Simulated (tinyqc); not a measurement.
Ferroelectric with a first-order transition, Landau-Devonshire energy: two steps of the calculation.

One domain with free energy u = al P^2 + be P^4 + ga P^6 - E P, al = a0 (T - T0), be < 0 < ga (P in uC/cm^2, E in kV/cm, u in mJ/cm^3). Equilibrium: E = 2 al P + 4 be P^3 + 6 ga P^5; a state is stable against small changes where dE/dP > 0. The coercive field is that of uniform switching, which real films, switching by domains, do not reach.

Inputs (values chosen for the exercise): slope of the quadratic coefficient a0 = 0.025 kV cm/(uC K); Curie-Weiss temperature T0 = 600 K; quartic coefficient be = -0.00067 kV cm^5/uC^3; sixth-order coefficient ga = 1.8e-7 kV cm^9/uC^5; applied field Ea = 680 kV/cm.

Question 1. Transition temperatures. TC = T0 + be^2/(4 a0 ga), where u(Ps) = u(0); T1 = T0 + be^2/(3 a0 ga), where the polar minimum disappears. At TC the polarisation jumps from sqrt(-be/(2 ga)) to zero, with latent heat TC a0 Ps^2.

Wanted: TC; T1; jump of P; latent heat.

Answer 1.

TC = 624.94 K
T1 = 633.25 K
jump of P = 43.141 uC/cm^2
latent heat = 29.077 J/cm^3

Thermal hysteresis can span T0 to T1, 33.3 K.

Question 2. Polarisation on the upper branch by Newton steps. f = 2 al P + 4 be P^3 + 6 ga P^5 - Ea, f' = 2 al + 12 be P^2 + 30 ga P^4, P(new) = P - f/f'.

P at the start = 71.3 uC/cm^2
al = -2 kV cm/uC

Find: f; f'; P after iteration 1.

Answer 2.

f = 53.472 kV/cm
f' = 94.684 kV cm/uC
P after iteration 1 = 70.735 uC/cm^2

Computed by the program tinyqc: `OMP_NUM_THREADS=1 python tinyqc.py 2860012 2860013 out.jsonl`, one thread of a shared Intel Xeon 2.30GHz, about 0.01 s for the whole run.
